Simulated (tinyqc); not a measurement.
From results back to parameters: thin-body film or fin with hard walls, valleys of the Si type. Two cases, with inputs chosen for the exercise.

Problem. In a hard-walled film E_1 = c (pi/t)^2/m_z, c = hbar^2/2m0. The splitting between the lowest levels of two valley groups, on the (100) face, was computed from a hidden thickness.

Constants: hbar^2/2m0 = 3.80998211 eV angstrom^2.

Find: t; lower level.

Method. t = pi sqrt(c (1/m_zb - 1/m_za)/splitting).

Case 1.

Values chosen (out of a larger set: near those of Si; not measured data): m_za = 0.926 m0 (heavier confinement mass); m_zb = 0.187 m0 (lighter one).

splitting = 278.607 meV

Solution.

t = 24.0 angstrom
lower level = 0.0705 eV

Case 2.

Values chosen (out of a larger set: near those of Si; not measured data): m_za = 0.912 m0 (heavier confinement mass); m_zb = 0.19 m0 (lighter one).

splitting = 80.929 meV

Solution.

t = 44.0 angstrom
lower level = 0.0213 eV

Computed by tinyqc, one run a case: `OMP_NUM_THREADS=1 python tinyqc.py N N+1 out.jsonl` with N = 1252024, 1252115; one thread of a shared Intel(R) Xeon(R) Processor @ 2.30GHz, about 0.01 s a run at most.
